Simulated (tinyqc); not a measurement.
# Undoped gate-all-around wire MOSFET, analytic charge model: effects of single changes

An undoped round wire of radius R under an insulator shell and a surrounding gate; long channel, electrons only, n = ni exp((psi - V)/Vt) with V the quasi-Fermi potential (0 at the source, Vd at the drain), constant mobility, no quantisation. The radial Poisson equation gives n(r) = n(0)/(1 - (1 - b) r^2/R^2)^2 with b = Q0/(Q + Q0). Q is the electron charge per area of the wire surface.

Parameters, values chosen for the exercise; material values close to those of silicon: temperature T = 300 K; band gap Eg = 1.1 eV; relative permittivity of the semiconductor eps_r = 11.5; conduction-band density of states at T Nc = 2.79e19 cm^-3; valence-band density of states at T Nv = 2.65e19 cm^-3; relative permittivity of the gate insulator eox = 3.74; insulator thickness tox = 2.5 nm; wire radius R = 4 nm; gate work function less that of the intrinsic body dphi = 0.1 V; channel mobility mu = 360 cm^2/(V s); gate length L = 1 um; drain voltage Vd = 1 V.

Constants: q = 1.602176634e-19 C, kB = 1.380649e-23 J/K, Vt = kB T/q, eps0 = 8.8541878128e-14 F/cm where lengths are in cm. Results are converted to the units shown.

Each table varies one quantity; the others keep the values above.

## Output curve

ni = sqrt(Nc Nv) exp(-Eg/(2 Vt)), Eg in volts; Cox = eps0 eox/(R ln(1 + tox/R)); Q0 = 4 eps0 eps_r Vt/R; V0 = dphi + Vt ln[8 eps0 eps_r Vt/(q ni R^2)]. Q solves Vg - V0 - V = Q/Cox + Vt ln(Q/Q0) + Vt ln(1 + Q/Q0). I = mu (2 pi R/L)[2 Vt (Qs - Qd) + (Qs^2 - Qd^2)/(2 Cox) + Vt Q0 ln((Qd + Q0)/(Qs + Q0))], with Qs at V = 0 and Qd at V = Vd.

In this table Vg = 1.33 V.

Output curve:

| Vd (V) | Qd (nC/cm^2) | Qd/Qs | I (uA) |
|---|---|---|---|
| 0.14 | 857.62 | 0.79533 | 1.2258 |
| 0.27 | 656.45 | 0.60877 | 2.1157 |
| 0.39 | 475.68 | 0.44113 | 2.7298 |
| 0.51 | 302.73 | 0.28074 | 3.1515 |
| 0.64 | 133.02 | 0.12336 | 3.4051 |
| 0.76 | 22.071 | 0.020468 | 3.4824 |
| 0.89 | 0.25667 | 2.3802e-4 | 3.4890 |
| 1.01 | 0.0024910 | 2.3101e-6 | 3.4891 |
| 1.14 | 1.6312e-5 | 1.5127e-8 | 3.4891 |

Read the table: what changes, and by how much?

The current rises from 1.23 to 3.49 uA, while the charge at the drain end falls from 0.80 to 1.5e-8 of that at the source. The current first comes within 1 % of its last value at Vd = 0.76 V among the rows. Over the last rows Qd falls by a factor of e for each Vt of drain voltage: the drain end is in weak inversion. In every row the surface density at the source passes 0.3 Nc, where Boltzmann statistics fail. In every row the body is thin enough for quantum confinement, left out here, to raise the threshold.

## Effect of the wire radius

I = mu (2 pi R/L)[2 Vt (Qs - Qd) + (Qs^2 - Qd^2)/(2 Cox) + Vt Q0 ln((Qd + Q0)/(Qs + Q0))], with Qs at V = 0 and Qd at V = Vd.  I(low) is taken at Vg = 0.37 V, Qs and I(high) at Vg = 1.12 V.

Effect of the wire radius:

| R (nm) | V0 (V) | I(low) (nA) | Qs(high) (nC/cm^2) | I(high) (uA) |
|---|---|---|---|---|
| 1.3 | 0.6772 | 4.257e-4 | 990.3 | 0.7085 |
| 1.9 | 0.6575 | 9.094e-4 | 883.6 | 0.9460 |
| 2.6 | 0.6413 | 0.001703 | 816.7 | 1.218 |
| 3.7 | 0.6231 | 0.003448 | 759.3 | 1.640 |
| 5.1 | 0.6065 | 0.006551 | 720.1 | 2.175 |
| 7.1 | 0.5894 | 0.01269 | 689.7 | 2.937 |
| 10 | 0.5717 | 0.02517 | 666.5 | 4.042 |

As R goes from 1.3 to 10 nm, I(low) rises from 4.26e-4 to 0.0252 nA and I(high) rises from 0.708 to 4.04 uA. On average I(low) goes as R^(2.00) and I(high) goes as R^(0.85). Below threshold the charge is proportional to the cross-section of the body; above it the insulator sets the charge. In every row the surface density at the source at the higher gate voltage passes 0.3 Nc, where Boltzmann statistics fail. For R = 1.3 to 5.1 nm the body is thin enough for quantum confinement, left out here, to raise the threshold.

## Transfer curve and volume inversion

Same model as above.

The drop is psi(surface) - psi(centre) at the source end; C = dQs/dVg, Cg = Cox, drop = 2 Vt ln(1 + Qs/Q0); gm = dI/dVg.

Results:

| Vg (V) | Qs (nC/cm^2) | drop (mV) | C/Cg | I (uA) | gm/I (1/V) |
|---|---|---|---|---|---|
| 0.32 | 0.002491 | 4.893e-4 | 5.651e-5 | 5.827e-7 | 38.68 |
| 0.49 | 1.709 | 0.3345 | 0.03708 | 4.087e-4 | 37.83 |
| 0.58 | 27.90 | 5.209 | 0.3661 | 0.008914 | 28.32 |
| 0.67 | 110.0 | 18.05 | 0.6583 | 0.06203 | 16.04 |
| 0.76 | 221.1 | 31.53 | 0.7750 | 0.1956 | 10.23 |
| 0.84 | 330.8 | 42.08 | 0.8282 | 0.3949 | 7.578 |
| 0.93 | 460.9 | 52.32 | 0.8647 | 0.7169 | 5.817 |
| 1.02 | 595.6 | 61.14 | 0.8886 | 1.147 | 4.699 |

Estimate the missing row, Vg = 0.41 V.

Computed row:

| Vg (V) | Qs (nC/cm^2) | drop (mV) | C/Cg | I (uA) | gm/I (1/V) |
|---|---|---|---|---|---|
| 0.41 | 0.08080 | 0.01587 | 0.001829 | 1.892e-5 | 38.64 |

With this row back in the table: The current rises from 5.83e-7 to 1.15 uA. In the first row gm/I is 38.7 1/V, within 0.01 % of 1/Vt: with no depletion charge the whole body follows the gate, and the swing is ideal. The drop between surface and centre goes from 4.9e-4 to 61.1 mV and passes Vt at Vg = 0.76 V among the rows; below that the density varies across the body by less than a factor of e (volume inversion). C reaches 0.89 of Cg in the last row. For Vg = 0.76 to 1.02 V the surface density at the source passes 0.3 Nc, where Boltzmann statistics fail. In every row the body is thin enough for quantum confinement, left out here, to raise the threshold.

tinyqc, about 0.02 s, one thread, Intel Xeon 2.30GHz (shared host): `OMP_NUM_THREADS=1 python tinyqc.py 2460024 2460025 out.jsonl`
